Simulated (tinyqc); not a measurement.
UHF in the sto-6g basis, for Li, spin multiplicity 2, step by step (part 2 of 2). This run ends on a higher stationary point, not on the lowest solution. Computed by tinyqc, a small Python program that keeps every step (integrals from PySCF). Command: `OMP_NUM_THREADS=1 python tinyqc.py 22214 22215 out.jsonl` (the two numbers bound the seeds that draw the settings). One thread of a shared host (Intel(R) Xeon(R) Processor @ 2.60GHz), about 0.2 s of CPU time with the checks.

Geometry (angstrom):
```
atom       x       y       z
Li    0.0000  0.0000  0.0000
```

## Iteration 4: DIIS over 4 matrices

error matrix X^T (FDS - SDF) X (alpha):
```
[[0.0000, 0.1141, 0.0000, 0.0000, 0.0000],
 [-0.1141, 0.0000, 0.0000, 0.0000, 0.0000],
 [0.0000, 0.0000, 0.0000, 0.0000, 0.0000],
 [0.0000, 0.0000, 0.0000, 0.0000, 0.0000],
 [0.0000, 0.0000, 0.0000, 0.0000, 0.0000]]
```

B (overlaps of the stored error matrices):
```
[[0.0000000e+00, 0.0000000e+00, 0.0000000e+00, 0.0000000e+00],
 [0.0000000e+00, 5.0423506e-02, 5.0423506e-02, 5.0423506e-02],
 [0.0000000e+00, 5.0423506e-02, 5.0423506e-02, 5.0423506e-02],
 [0.0000000e+00, 5.0423506e-02, 5.0423506e-02, 5.0423506e-02]]
```

Minimise |sum c_i e_i|^2 with sum c_i = 1: solve [B -1; -1 0][c; lambda] = [0; -1] with B_ij = tr e_i^T e_j summed over both spins, and take F = sum c_i F_i.

DIIS coefficients: [1.0000, 0.0000, 0.0000, 0.0000]

extrapolated F(alpha) (hartree), order 1Li 1s, 1Li 2s, 1Li 2px, 1Li 2py, 1Li 2pz:
```
[[-3.2777, -0.6968, 0.0000, 0.0000, 0.0000],
 [-0.6968, -0.3501, 0.0000, 0.0000, 0.0000],
 [0.0000, 0.0000, -0.0756, 0.0000, 0.0000],
 [0.0000, 0.0000, 0.0000, -0.3381, 0.0000],
 [0.0000, 0.0000, 0.0000, 0.0000, -0.3044]]
```

extrapolated F(beta) (hartree), order 1Li 1s, 1Li 2s, 1Li 2px, 1Li 2py, 1Li 2pz:
```
[[-3.2683, -0.6825, 0.0000, 0.0000, 0.0000],
 [-0.6825, -0.2859, 0.0000, 0.0000, 0.0000],
 [0.0000, 0.0000, -0.0587, 0.0000, 0.0000],
 [0.0000, 0.0000, 0.0000, -0.0250, 0.0000],
 [0.0000, 0.0000, 0.0000, 0.0000, -0.2875]]
```

## Iteration 4: diagonalisation and new density

X, order 1Li 1s, 1Li 2s, 1Li 2px, 1Li 2py, 1Li 2pz:
```
[[1.0217, -0.1222, 0.0000, 0.0000, 0.0000],
 [-0.1222, 1.0217, 0.0000, 0.0000, 0.0000],
 [0.0000, 0.0000, 1.0000, 0.0000, 0.0000],
 [0.0000, 0.0000, 0.0000, 1.0000, 0.0000],
 [0.0000, 0.0000, 0.0000, 0.0000, 1.0000]]
```

D(alpha) after iteration 3, order 1Li 1s, 1Li 2s, 1Li 2px, 1Li 2py, 1Li 2pz:
```
[[1.0118, -0.0264, 0.0000, 0.0000, 0.0000],
 [-0.0264, 0.0007, 0.0000, 0.0000, 0.0000],
 [0.0000, 0.0000, 0.0000, 0.0000, 0.0000],
 [0.0000, 0.0000, 0.0000, 1.0000, 0.0000],
 [0.0000, 0.0000, 0.0000, 0.0000, 0.0000]]
```

D(beta) after iteration 3, order 1Li 1s, 1Li 2s, 1Li 2px, 1Li 2py, 1Li 2pz:
```
[[1.0133, -0.0301, 0.0000, 0.0000, 0.0000],
 [-0.0301, 0.0009, 0.0000, 0.0000, 0.0000],
 [0.0000, 0.0000, 0.0000, 0.0000, 0.0000],
 [0.0000, 0.0000, 0.0000, 0.0000, 0.0000],
 [0.0000, 0.0000, 0.0000, 0.0000, 0.0000]]
```

overlap S, order 1Li 1s, 1Li 2s, 1Li 2px, 1Li 2py, 1Li 2pz:
```
[[1.0000, 0.2357, 0.0000, 0.0000, 0.0000],
 [0.2357, 1.0000, 0.0000, 0.0000, 0.0000],
 [0.0000, 0.0000, 1.0000, 0.0000, 0.0000],
 [0.0000, 0.0000, 0.0000, 1.0000, 0.0000],
 [0.0000, 0.0000, 0.0000, 0.0000, 1.0000]]
```

A level shift of 1 hartree raises the virtual space: F + shift (S - S D(s) S), with D(s) the density of one spin. Diagonalise F' = X^T F X, C = X C', fill 2 alpha and 1 beta electrons from the bottom; D(s) = C_occ C_occ^T. Each column has its largest component positive (the first on a tie).

F' = X^T F X (alpha) (hartree):
```
[[-3.2443, -0.3779, 0.0000, 0.0000, 0.0000],
 [-0.3779, 0.7508, 0.0000, 0.0000, 0.0000],
 [0.0000, 0.0000, 0.9244, 0.0000, 0.0000],
 [0.0000, 0.0000, 0.0000, -0.3381, 0.0000],
 [0.0000, 0.0000, 0.0000, 0.0000, 0.6956]]
```

orbital energies (alpha) (hartree): [-3.2797, -0.3381, 0.6956, 0.7862, 0.9244]

coefficients C (alpha), order 1Li 1s, 1Li 2s, 1Li 2px, 1Li 2py, 1Li 2pz:
```
[[1.0059, 0.0000, 0.0000, -0.2170, 0.0000],
 [-0.0262, 0.0000, 0.0000, 1.0287, 0.0000],
 [0.0000, 0.0000, 0.0000, 0.0000, 1.0000],
 [0.0000, 1.0000, 0.0000, 0.0000, 0.0000],
 [0.0000, 0.0000, 1.0000, 0.0000, 0.0000]]
```

F' = X^T F X (beta) (hartree):
```
[[-3.2377, -0.3686, 0.0000, 0.0000, 0.0000],
 [-0.3686, 0.8151, 0.0000, 0.0000, 0.0000],
 [0.0000, 0.0000, 0.9413, 0.0000, 0.0000],
 [0.0000, 0.0000, 0.0000, 0.9750, 0.0000],
 [0.0000, 0.0000, 0.0000, 0.0000, 0.7125]]
```

orbital energies (beta) (hartree): [-3.2709, 0.7125, 0.8483, 0.9413, 0.9750]

coefficients C (beta), order 1Li 1s, 1Li 2s, 1Li 2px, 1Li 2py, 1Li 2pz:
```
[[1.0066, 0.0000, -0.2134, 0.0000, 0.0000],
 [-0.0299, 0.0000, 1.0286, 0.0000, 0.0000],
 [0.0000, 0.0000, 0.0000, 1.0000, 0.0000],
 [0.0000, 0.0000, 0.0000, 0.0000, 1.0000],
 [0.0000, 1.0000, 0.0000, 0.0000, 0.0000]]
```

D(alpha) after iteration 4, order 1Li 1s, 1Li 2s, 1Li 2px, 1Li 2py, 1Li 2pz:
```
[[1.0118, -0.0264, 0.0000, 0.0000, 0.0000],
 [-0.0264, 0.0007, 0.0000, 0.0000, 0.0000],
 [0.0000, 0.0000, 0.0000, 0.0000, 0.0000],
 [0.0000, 0.0000, 0.0000, 1.0000, 0.0000],
 [0.0000, 0.0000, 0.0000, 0.0000, 0.0000]]
```

D(beta) after iteration 4, order 1Li 1s, 1Li 2s, 1Li 2px, 1Li 2py, 1Li 2pz:
```
[[1.0133, -0.0301, 0.0000, 0.0000, 0.0000],
 [-0.0301, 0.0009, 0.0000, 0.0000, 0.0000],
 [0.0000, 0.0000, 0.0000, 0.0000, 0.0000],
 [0.0000, 0.0000, 0.0000, 0.0000, 0.0000],
 [0.0000, 0.0000, 0.0000, 0.0000, 0.0000]]
```

## Iteration 15 (converged): orbitals

converged F(alpha) (hartree), order 1Li 1s, 1Li 2s, 1Li 2px, 1Li 2py, 1Li 2pz:
```
[[-2.3887, -0.6315, 0.0000, 0.0000, 0.0000],
 [-0.6315, -0.1227, 0.0000, 0.0000, 0.0000],
 [0.0000, 0.0000, 0.1662, 0.0000, 0.0000],
 [0.0000, 0.0000, 0.0000, -0.0963, 0.0000],
 [0.0000, 0.0000, 0.0000, 0.0000, 0.1662]]
```

converged F(beta) (hartree), order 1Li 1s, 1Li 2s, 1Li 2px, 1Li 2py, 1Li 2pz:
```
[[-2.3820, -0.6151, 0.0000, 0.0000, 0.0000],
 [-0.6151, -0.0573, 0.0000, 0.0000, 0.0000],
 [0.0000, 0.0000, 0.1833, 0.0000, 0.0000],
 [0.0000, 0.0000, 0.0000, 0.2170, 0.0000],
 [0.0000, 0.0000, 0.0000, 0.0000, 0.1833]]
```

Diagonalise F' = X^T F X, C = X C', fill 2 alpha and 1 beta electrons from the bottom; D(s) = C_occ C_occ^T. Each column has its largest component positive (the first on a tie).

F' = X^T F X (alpha) (hartree):
```
[[-2.3378, -0.3552, 0.0000, 0.0000, 0.0000],
 [-0.3552, -0.0061, 0.0000, 0.0000, 0.0000],
 [0.0000, 0.0000, 0.1662, 0.0000, 0.0000],
 [0.0000, 0.0000, 0.0000, -0.0963, 0.0000],
 [0.0000, 0.0000, 0.0000, 0.0000, 0.1662]]
```

orbital energies (alpha) (hartree): [-2.3907, -0.0963, 0.0468, 0.1662, 0.1662]

coefficients C (alpha), order 1Li 1s, 1Li 2s, 1Li 2px, 1Li 2py, 1Li 2pz:
```
[[0.9926, 0.0000, -0.2714, 0.0000, 0.0000],
 [0.0297, 0.0000, 1.0286, 0.0000, 0.0000],
 [0.0000, 0.0000, 0.0000, 1.0000, 0.0000],
 [0.0000, 1.0000, 0.0000, 0.0000, 0.0000],
 [0.0000, 0.0000, 0.0000, 0.0000, 1.0000]]
```

F' = X^T F X (beta) (hartree):
```
[[-2.3339, -0.3468, 0.0000, 0.0000, 0.0000],
 [-0.3468, 0.0582, 0.0000, 0.0000, 0.0000],
 [0.0000, 0.0000, 0.1833, 0.0000, 0.0000],
 [0.0000, 0.0000, 0.0000, 0.2170, 0.0000],
 [0.0000, 0.0000, 0.0000, 0.0000, 0.1833]]
```

orbital energies (beta) (hartree): [-2.3832, 0.1075, 0.1833, 0.1833, 0.2170]

coefficients C (beta), order 1Li 1s, 1Li 2s, 1Li 2px, 1Li 2py, 1Li 2pz:
```
[[0.9944, -0.2646, 0.0000, 0.0000, 0.0000],
 [0.0228, 1.0287, 0.0000, 0.0000, 0.0000],
 [0.0000, 0.0000, 1.0000, 0.0000, 0.0000],
 [0.0000, 0.0000, 0.0000, 0.0000, 1.0000],
 [0.0000, 0.0000, 0.0000, 1.0000, 0.0000]]
```

D(alpha) after iteration 15, order 1Li 1s, 1Li 2s, 1Li 2px, 1Li 2py, 1Li 2pz:
```
[[0.9852, 0.0295, 0.0000, 0.0000, 0.0000],
 [0.0295, 0.0009, 0.0000, 0.0000, 0.0000],
 [0.0000, 0.0000, 0.0000, 0.0000, 0.0000],
 [0.0000, 0.0000, 0.0000, 1.0000, 0.0000],
 [0.0000, 0.0000, 0.0000, 0.0000, 0.0000]]
```

D(beta) after iteration 15, order 1Li 1s, 1Li 2s, 1Li 2px, 1Li 2py, 1Li 2pz:
```
[[0.9888, 0.0226, 0.0000, 0.0000, 0.0000],
 [0.0226, 0.0005, 0.0000, 0.0000, 0.0000],
 [0.0000, 0.0000, 0.0000, 0.0000, 0.0000],
 [0.0000, 0.0000, 0.0000, 0.0000, 0.0000],
 [0.0000, 0.0000, 0.0000, 0.0000, 0.0000]]
```

Within a degenerate level the vectors are fixed only up to a rotation; this is one choice.

## Convergence

Stop when the energy changes by less than 1e-08 hartree and every element of the error matrix X^T (F D S - S D F) X (for each spin) is below 3e-05.

Course of the cycle:
```
iteration  E (hartree)     change  largest element of the error matrix
1            -1.784956          -                               0.0000
2            -7.305521  -5.52e+00                             1.14e-01
3            -7.305521     0.0000                             1.14e-01
4            -7.305521     0.0000                             1.14e-01
5            -7.305521     0.0000                             1.14e-01
6            -7.305521     0.0000                             1.14e-01
7            -7.305521     0.0000                             1.14e-01
8            -7.315685  -1.02e-02                             4.43e-02
9            -7.317289  -1.60e-03                             1.29e-02
10           -7.317418  -1.30e-04                             3.81e-03
11           -7.317430  -1.13e-05                             1.13e-03
12           -7.317431  -9.83e-07                             3.42e-04
13           -7.317431  -8.82e-08                             1.08e-04
14           -7.317431  -8.90e-09                             3.17e-05
15           -7.317431  -7.59e-10                             9.29e-06
```

PySCF UHF in the same basis, after a stability check = -7.399931 hartree

Converged in 15 iterations. But the solution lies 0.08250 hartree above the reference: it is another stationary point, not the lowest one. Reruns (cap 100 unless said): DIIS 8: converged in 12 to a higher stationary point; damping 0.5: converged in 30 to a higher stationary point; level shift 0.5: converged in 9 to a higher stationary point; atomic densities as start, DIIS 8: converged in 5.

## Populations

Mulliken: Z minus the diagonal of D S on the atom; Loewdin: the same with S^(1/2) D S^(1/2).

Charges (e):
```
atom  Mulliken  Loewdin  Mulliken spin
1Li     0.0000   0.0000         1.0000
```

<S^2> of the determinant (pure state: 0.75) = 0.7500
